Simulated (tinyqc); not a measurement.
Strained Delta valleys, repopulation and conductivity mass: two steps of the calculation.

A cubic crystal with three pairs of conduction valleys along x, y and z under uniaxial stress X along [110] (X > 0 is tension); current along [-110]. Non-degenerate electrons, fixed total density, one relaxation time for all valleys and stresses, masses unchanged by strain, so the mobility goes as the mean inverse mass.

Inputs (values chosen for the exercise); values close to those of silicon:

| symbol | value | unit | meaning |
|---|---|---|---|
| T | 293 | K | temperature |
| Xu | 8.66 | eV | shear deformation potential |
| ml | 0.915 | m0 | longitudinal mass |
| mt | 0.197 | m0 | transverse mass |

Constants: q = 1.602176634e-19 C, kB = 1.380649e-23 J/K, Vt = kB T/q. Results are converted to the units shown.

Task 1. Valley shifts and shares. Valley shift dE = Xu (n.e.n - trace(e)/3) with n the valley axis; share f proportional to exp(-dE/Vt).

strain (%):
```
	x	y	z
x	-0.034710000	-0.041925000	0.000000000
y	-0.041925000	-0.034710000	0.000000000
z	0.000000000	0.000000000	0.028470000
```

Find: dE; share f.

Result 1.

```
valley	dE (meV)	share f
x	-1.8238	0.35648
y	-1.8238	0.35648
z	3.6476	0.28703
```

The splitting is 5.47 meV, 0.22 Vt.

Task 2. Conductivity mass and mobility. Inverse mass along the current d = [-110]: (n.d)^2/ml + (1 - (n.d)^2)/mt; mu/mu0 = sum f (1/m) over the plain mean of 1/m.

share f, valley x to z: 0.35648435  0.35648435  0.28703130

Give: 1/m along d; conductivity mass; unstrained value; mu/mu0.

Result 2.

1/m along d, valley x to z (1/m0): 3.085  3.085  5.076
conductivity mass = 0.2735 m0
unstrained value = 0.2668 m0
mu/mu0 = 0.9754

The possible range, all electrons in one kind of valley, is 0.823 to 1.35.

Range of the model: Shear strain also changes the transverse masses of these valleys, which is left out.

tinyqc, about 0.01 s, one thread, Intel Xeon 2.30GHz (shared host): `OMP_NUM_THREADS=1 python tinyqc.py 2530095 2530096 out.jsonl`
